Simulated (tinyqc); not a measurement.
# Germanium share from the critical thickness

Inverse problem. Critical thickness (Matthews-Blakeslee, 60-degree dislocations): h = bv (1 - nu/4)[ln(h/bv) + 1]/(4 pi e_par (1 + nu)), nu = c12/(c11 + c12). e_par = b1 x. Find e_par and x.

Values chosen for this exercise: lattice mismatch per unit x b1 = 0.0418; elastic constant c11 = 169 GPa; elastic constant c12 = 62.8 GPa; Burgers vector bv = 0.384 nm.

critical thickness = 6.1255728 nm

Solution. For given h the relation is explicit in the strain.

e_par = 1.379 %
x = 0.3300

tinyqc, about 0.02 s, one thread, Intel Xeon 2.30GHz (shared host): `OMP_NUM_THREADS=1 python tinyqc.py 2530157 2530158 out.jsonl`
